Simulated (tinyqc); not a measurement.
# Worked calculation: electron continuity equation in a given potential, Scharfetter-Gummel discretisation

tinyqc, about 0.01 s, one thread, Intel Xeon 2.30GHz (shared host): `OMP_NUM_THREADS=1 python tinyqc.py 2220058 2220059 out.jsonl` Printed values are rounded.

Steady state in one dimension: J = q mu n E + q D dn/dx with E = -dpsi/dx and D = mu Vt, dJ/dx = 0, fixed densities nL and nR at the ends. The potential is given, psi = U x/L - Ub exp(-((x/L - xb)/sb)^2), and is not changed by the electrons.

Parameters, values chosen for the exercise; mobility that of a made-up semiconductor: temperature T = 450 K; electron mobility mu = 281 cm^2/(V s); length of the region L = 0.99 um; density at x = 0 nL = 1.1e15 cm^-3; density at x = L nR = 1.8e15 cm^-3; potential difference psi(L) - psi(0) U = -1.2 V; depth of the dip in psi (a barrier for electrons) Ub = 0.3 V; position of the barrier over L xb = 0.33; width of the barrier over L sb = 0.12.

Constants: q = 1.602176634e-19 C, kB = 1.380649e-23 J/K, Vt = kB T/q. Results are converted to the units shown.

## Potential on the mesh

12 equal intervals, h = L/12; psi = U x/L - Ub exp(-((x/L - xb)/sb)^2).

```
node,psi (V)
0,-0.00016
1,-0.10439
2,-0.24705
3,-0.49235
4,-0.69977
5,-0.67807
6,-0.64032
7,-0.70348
8,-0.80011
9,-0.90000
10,-1.00000
11,-1.10000
12,-1.20000
```

## Bernoulli factors

d_i = (psi_(i+1) - psi_i)/Vt; B(d) = d/(exp(d) - 1), B(0) = 1. The flux on interval i is J_i = (q D/h) [n_(i+1) B(d_i) - n_i B(-d_i)].

```
interval,d_i,B(d_i),B(-d_i)
0,-2.68787,2.88406,0.196190
1,-3.67892,3.77422,0.0952996
2,-6.32592,6.33726,0.0113394
3,-5.34877,5.37432,0.0255495
4,0.55956,0.746179,1.30573
5,0.97350,0.591004,1.56451
6,-1.62876,2.02626,0.397495
7,-2.49200,2.71680,0.224800
8,-2.57587,2.78800,0.212133
9,-2.57874,2.79045,0.211709
10,-2.57878,2.79049,0.211704
11,-2.57878,2.79049,0.211704
```

The largest |d_i| is 6.33, above 2, where central differences lose the sign pattern that keeps densities positive.

## Tridiagonal system for the inner nodes

Row i (1 to 11): B(-d_(i-1)) n_(i-1) + b_i n_i + B(d_i) n_(i+1) = f_i with b_i = -B(-d_i) - B(d_(i-1)) and f_i = 0; the known end values are moved to the right: f_1 loses B(-d_0) nL and f_11 loses B(d_11) nR. h = L/12, D = mu Vt.

```
node,diagonal b,right side f (cm^-3)
1,-2.97936,-2.15809e14
2,-3.78556,0
3,-6.36281,0
4,-6.68005,0
5,-2.31069,0
6,-0.988499,0
7,-2.25106,0
8,-2.92893,0
9,-2.99971,0
10,-3.00216,0
11,-3.00219,-5.02287e15
```

## Densities and current

B(d_i) and B(-d_i) are the Bernoulli factors of the potential steps, b and f the diagonal and right side. Solve B(-d_(i-1)) n_(i-1) + b_i n_i + B(d_i) n_(i+1) = f_i (end values already in f), then J_i = (q D/h) [n_(i+1) B(d_i) - n_i B(-d_i)], h = L/12, D = mu Vt.

```
node,n (cm^-3)
0,1.1e15
1,1.68428e15
2,1.27239e15
3,7.34732e14
4,8.67185e14
5,7.73819e15
6,2.83386e16
7,7.85003e15
8,2.35809e15
9,1.84433e15
10,1.80337e15
11,1.80024e15
12,1.8e15
```

```
interval,J (A/cm^2)
0,982.269
1,982.269
2,982.269
3,982.269
4,982.269
5,982.269
6,982.269
7,982.269
8,982.269
9,982.269
10,982.269
11,982.269
```

Without sources J is the same on every interval. Against a mesh 200 times finer the densities are off by at most 32 % of their local values.
